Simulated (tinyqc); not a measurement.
Hubbard chain of 3 sites, step by step. One step of it, computed by the program tinyqc.

Problem. Mean-field iteration 2. H(up) = T + U n(down), H(down) = T + U n(up); fill the lowest levels; n(new) = n + mixing (n(out) - n); E = tr T (rho up + rho down) + U sum n_up n_down of the output.

one-body matrix (hopping and site energies) (eV), lower triangle:
```
           1          2         3
1   0.000000
2  -1.970000   0.000000
3   0.000000  -1.970000  0.000000
```

U = 7.100000 eV

electrons, up and down: 2  2

mixing = 1

n(up) after iteration 1: 1 0.750000, 2 0.500000, 3 0.750000

n(down) after iteration 1: 1 0.750000, 2 0.500000, 3 0.750000

Give: levels, up; levels, down; energy; n(up) after iteration 2; n(down) after iteration 2.

Solution.

levels, up (eV): 1.5136  5.3250  7.3614

levels, down (eV): 1.5136  5.3250  7.3614

energy = 4.1599 eV

n(up) after iteration 2: 1 0.6741, 2 0.6518, 3 0.6741

n(down) after iteration 2: 1 0.6741, 2 0.6518, 3 0.6741
